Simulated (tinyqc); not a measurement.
# Modulation-doped quantum well, Poisson-Schroedinger loop with local exchange and correlation: effect of the sheet density of electrons

A well of width L centred at z = 0 between barriers Vb; effective-mass electrons, parabolic bands. The electrons come from donor sheets outside the mesh, a share fL of Ns on the left and the rest on the right, so the structure is neutral. Energies are counted from the band edge of the well, with U = 0 on the first node in the Hartree part.

Schroedinger equation -C d/dz (1/m) dpsi/dz + (V0 + U) psi = E psi, C = hbar^2/(2 m0), on a fine mesh (400 intervals across the well) with hard walls 5.5 nm outside the well edges (to within half a fine step); the lowest 2 levels are kept. V0 = 0 in the well and Vb outside, plus q Fz z (1 kV/cm = 1e-4 eV/nm). N_k = D Vt ln(1 + exp((EF - E_k)/Vt)), D = md m0 q/(pi hbar^2), sum N_k = Ns; n = sum N_k |psi_k|^2. dU/dz = q (fL Ns - integral of n from the left)/(eps0 eps_r). Added to it: V_xc = -(2 Ry/(pi al rs)) [1 + 0.7734 (rs/21) ln(1 + 21/rs)] (Hedin-Lundqvist), al = (4/(9 pi))^(1/3), rs = (3/(4 pi n))^(1/3)/aB, aB = 4 pi eps0 eps_r hbar^2/(md m0 q^2), Ry = q/(8 pi eps0 eps_r aB) in eV. The loop is converged to 1e-9 eV; shares under 0.001 % are printed as 0.

Parameters, values chosen for the exercise; material values close to those of In0.53Ga0.47As in InP:

| symbol | value | unit | meaning |
|---|---|---|---|
| T | 300 | K | temperature |
| mw | 0.0406 | m0 | mass along z in the well |
| mb | 0.0805 | m0 | mass along z in the barriers |
| md | 0.0404 | m0 | in-plane mass |
| Vb | 0.253 | eV | barrier height |
| eps_r | 14 |  | relative permittivity (all layers) |
| L | 9 | nm | well width |
| fL | 1 |  | share of the donors on the left side |
| Fz | 0 | kV/cm | applied field along z |

Constants: q = 1.602176634e-19 C, kB = 1.380649e-23 J/K, hbar = 1.054571817e-34 J s, m0 = 9.1093837015e-31 kg, Vt = kB T/q, eps0 = 8.8541878128e-14 F/cm where lengths are in cm, hbar^2/(2 m0) = 0.0380998212 eV nm^2. Results are converted to the units shown.

Effect of the sheet density of electrons:
columns A: Ns (cm^-2); B: E2 - E1 (meV); C: EF - E1 (meV); D: share of E2 (%); E: centroid (nm); F: charge in the barriers (%); G: range of U in the well (meV)
```
A         B      C      D        E     F     G
5e10    139  -54.6  0.488  -0.0298  6.48  2.93
9.4e10  139  -37.0  0.517  -0.0560  6.50  5.49
1.7e11  138  -19.3  0.572   -0.101  6.56  9.87
3.3e11  138   2.91  0.716   -0.195  6.71  18.9
6.1e11  136   28.3   1.08   -0.354  7.08  33.8
```

As Ns goes from 5e10 to 6.1e11, E2 - E1 falls from 139 to 136 meV, EF - E1 rises from -54.6 to 28.3 meV and the share of E2 rises from 0.488 to 1.08 %. EF stays below E2 throughout. The band bending across the well rises from 2.93 to 33.8 meV, as Ns^(0.98).

tinyqc, about 0.2 s, one thread, Intel Xeon 2.30GHz (shared host): `OMP_NUM_THREADS=1 python tinyqc.py 2140129 2140130 out.jsonl`
